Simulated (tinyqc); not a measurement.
Changing the reverse bias V_r: Schottky barrier with interface states (Cowley-Sze model), image lowering and contact resistance. Computed by tinyqc, a small Python program. Command: `OMP_NUM_THREADS=1 python tinyqc.py 3016289 3016290 out.jsonl pinning sweep`. One thread of a shared host (Intel(R) Xeon(R) Processor @ 2.30GHz), about 0.02 s of CPU time with the checks.

An n-type semiconductor under a metal. The barrier lies between the Schottky-Mott limit phi_M - chi and the Bardeen limit E_g - E_n, E_n being the neutrality level of the interface states; the space-charge term of the full Cowley-Sze expression is left out.

Inputs (values chosen for the exercise, with gap, mass and screening modelled on CdS):

| quantity | value | unit |
|---|---|---|
| gap E_g | 2.53 | eV |
| electron affinity chi | 4.34 | eV |
| metal work function phi_M | 4.56 | eV |
| neutrality level E_n above the valence band | 0.595 | eV |
| interface-state density D | 1.9e+13 | cm^-2 eV^-1 |
| dipole layer thickness delta | 0.25 | nm |
| dipole layer constant eps_i | 1 | - |
| dielectric constant eps_s | 8.7 | - |
| electron mass m_e | 0.202 | m_0 |
| valleys M_c | 1 | - |
| donor density N | 3.3e+18 | cm^-3 |
| temperature T | 300 | K |

Pinning factor from: interface states.

Constants: e = 1.602176634e-19 C; eps_0 = 8.8541878128e-12 F/m; k_B = 8.617333262e-05 eV/K; m_0 = 9.1093837015e-31 kg; k_B = 1.380649e-23 J/K; h = 6.62607015e-34 J s.

Method:
- S = 1/(1 + e^2 D delta/(eps_i eps_0)); for D per eV, e^2 D is the number e x D in SI units, with 1 cm^-2 = 1e4 m^-2.
- phi_B = S (phi_M - chi) + (1 - S)(E_g - E_n); the hole barrier is E_g - phi_B.
- N_c = 2 M_c (2 pi m_e k_B T/h^2)^(3/2); xi = E_c - E_F solves N = N_c F_1/2(-xi/k_B T) (bisection; full ionisation).
- F_1/2(eta) = (2/sqrt(pi)) int_0^infinity sqrt(x)/(1 + exp(x - eta)) dx, by the trapezoid rule in t = sqrt(x) with step 0.02 up to t = 12 (for eta < -12 by exp(eta) - exp(2 eta)/2^(3/2)).
- V_bi = phi_B - xi; W = sqrt(2 eps_s eps_0 (V_bi + V_r - k_B T/e)/(e N)); field at the metal E_m = e N W/(eps_s eps_0); image lowering sqrt(e E_m/(4 pi eps_s eps_0)).
- A* = 4 pi e m_e M_c k_B^2/h^3 (a simple valley count); J_s = A* T^2 exp(-phi/k_B T).
- J_0 uses phi_B; the reverse current uses phi_B less the image lowering, times 1 - exp(-V_r/k_B T).

One run for each value:

| reverse bias V_r (V) | depletion width W (nm) | image lowering (eV) | thermionic reverse current (A/cm^2) | field E_m (V/cm) |
|---|---|---|---|---|
| 0.20 | 18.77 | 0.1460 | 6.020e-09 | 1.288e+06 |
| 0.41 | 20.34 | 0.1520 | 7.585e-09 | 1.396e+06 |
| 0.84 | 23.21 | 0.1624 | 1.134e-08 | 1.593e+06 |
| 1.70 | 28.10 | 0.1787 | 2.128e-08 | 1.929e+06 |
| 3.50 | 36.25 | 0.2029 | 5.439e-08 | 2.488e+06 |
| 7.20 | 48.91 | 0.2357 | 1.934e-07 | 3.357e+06 |
| 15.00 | 68.30 | 0.2786 | 1.014e-06 | 4.688e+06 |
| 30.00 | 95.06 | 0.3286 | 7.030e-06 | 6.524e+06 |

What does the table show, and why?

Over the rows, depletion width W (nm) rises from 18.8 to 95.1 (exponent d ln y / d ln x 0.11 between the first rows and 0.48 between the last); image lowering (eV) rises from 0.146 to 0.329 (exponent d ln y / d ln x 0.056 between the first rows and 0.24 between the last); thermionic reverse current (A/cm^2) rises from 6.02e-9 to 7.03e-6 (exponent d ln y / d ln x 0.32 between the first rows and 2.8 between the last). At the high end the exponent of depletion width W is 0.48, close to 0.50: W goes as sqrt(V_bi + V_r). At the high end the exponent of image lowering is 0.24, close to 0.25: the lowering goes as (V_bi + V_r)^(1/4).

Caution (all rows): the semiconductor is degenerate: the k_B T/e term in W and the parabolic band are then rough. Caution (all rows): E_00 = (e hbar/2) sqrt(N/(m_e eps_s eps_0)) is above 0.3 k_B T, so tunnelling through the barrier adds to the thermionic currents, most of all under reverse bias. Caution (rows 3.50, 7.20, 15.0, 30.0): the field is near or above breakdown for such a gap, so avalanche or tunnelling current would take over. Caution (rows 3.50, 7.20, 15.0, 30.0): the field is near breakdown. Caution (rows 30.0): the image lowering is a large part of the barrier, so these depletion and emission formulas are rough.
